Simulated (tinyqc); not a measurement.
# Charge-trap memory cell, step by step

Computed by the program tinyqc: `OMP_NUM_THREADS=1 python tinyqc.py 2130085 2130086 out.jsonl`, one thread of a shared Intel Xeon 2.30GHz, about 0.07 s for the whole run. Printed values are rounded.

Channel, tunnel oxide, storage layer, blocking layer, gate. N electrons per area sit in a sheet at the centroid and shift the threshold by U = (q/eps0) N (tb/eb + xc tn/en). EOT = t1 + 3.9 (tn/en + tb/eb); tunnel field F = (Vg - U)/EOT; dN/dt = eta (J/q)(1 - N/Nm). Fowler-Nordheim: J = A F^2 exp(-B/F), A = q^2/(16 pi^2 hbar mo phi) (times 1e14 for A/cm^2 with F in V/nm, emitter mass m0), B = (4/3) sqrt(mo/C) phi^1.5, C = hbar^2/(2 m0).

Inputs (values chosen for the exercise); oxide values close to those of silicon dioxide, storage layer close to silicon nitride, blocking layer close to aluminium oxide:
```
symbol,value,unit,meaning
phi,3.11,eV,tunnel barrier
mo,0.46,m0,tunnelling mass
t1,5.2,nm,tunnel oxide (permittivity 3.9)
tn,7.6,nm,storage layer
en,7.2,,its relative permittivity
tb,14,nm,blocking layer
eb,9,,its relative permittivity
xc,0.44,,"charge centroid, share of tn counted from the blocking side"
eta,0.84,,capture efficiency of an empty layer
Nm,2.7e13,cm^-2,trap density
T,398,K,storage temperature
E1,1.05,eV,shallowest trap depth
E2,1.61,eV,deepest trap depth
nu,1e12,1/s,attempt frequency
Vg,17.7,V,gate voltage less flat band and surface potential
d0,2.8e-6,s,first time step
gr,2,,growth of the step
n,10,,steps
```

Constants: q = 1.602176634e-19 C, kB = 1.380649e-23 J/K, hbar = 1.054571817e-34 J s, m0 = 9.1093837015e-31 kg, Vt = kB T/q, eps0 = 8.8541878128e-14 F/cm where lengths are in cm, hbar^2/(2 m0) = 0.0380998212 eV nm^2. Results are converted to the units shown.

Range of the model: The Fowler-Nordheim form needs F t1 above phi; trap-assisted paths and leakage through the blocking layer are left out.

## Constants of the stack

EOT, the shift for 1e12 electrons per cm^2, the shift with all traps full, and the starting field, current and rate.

EOT = 15.3833 nm
shift for 1e12 cm^-2 = 0.365522 V
shift with all traps full = 9.86908 V
F(0) = 1.15060 V/nm
J(0) = 0.0365912 A/cm^2
dN/dt at the start = 1.91843e17 cm^-2 s^-1

## Midpoint steps of growing length

N(half) = N + (d/2) r(N), N(new) = N + d r(N(half)), r = dN/dt; the step starts at d0 and is multiplied by gr each time. Field in the blocking layer (3.9 F + q N/eps0)/eb.

```
step       t (s)   N (cm^-2)    U (V)  F (V/nm)  blocking field (V/nm)
0              0           0  0.00000   1.15060               0.498592
1         2.8e-6  4.64985e11  0.16996   1.13955               0.503153
2         8.4e-6  1.12960e12  0.41289   1.12376               0.509672
3        1.96e-5  1.96459e12  0.71810   1.10392               0.517863
4         4.2e-5  2.90875e12  1.06321   1.08148               0.527124
5        8.68e-5  3.90493e12  1.42734   1.05781               0.536896
6      0.0001764  4.91450e12  1.79636   1.03382               0.546799
7      0.0003556  5.91472e12  2.16196   1.01006               0.556611
8       0.000714  6.89304e12  2.51955   0.98681               0.566208
9     0.00143080  7.84285e12  2.86673   0.96424               0.575524
10    0.00286440  8.76094e12  3.20231   0.94243               0.584530
```

A converged integration gives U = 3.367 V at the last time; the steps are 4.9 % below that. The tunnel field falls by 18.1 % while the blocking field rises by 17.2 %.

## Retention after ten years

Retention: filled traps are spread evenly in depth from E1 to E2, and each empties at the rate nu exp(-E/kB T). The share left is the mean of exp(-nu t exp(-E/kB T)) = [kB T/(E2 - E1)] [E1x(nu t exp(-E2/kB T)) - E1x(nu t exp(-E1/kB T))], E1x the exponential integral; traps shallower than about Ed = kB T ln(nu t) are empty. t = 3.15576e8 s.

Ed = 1.61885 eV
share left = 0.00836817
loss a decade while Ed lies between E1 and E2, kB T ln 10/(E2 - E1) = 0.141021

Ed lies beyond E2, so the layer is nearly empty.
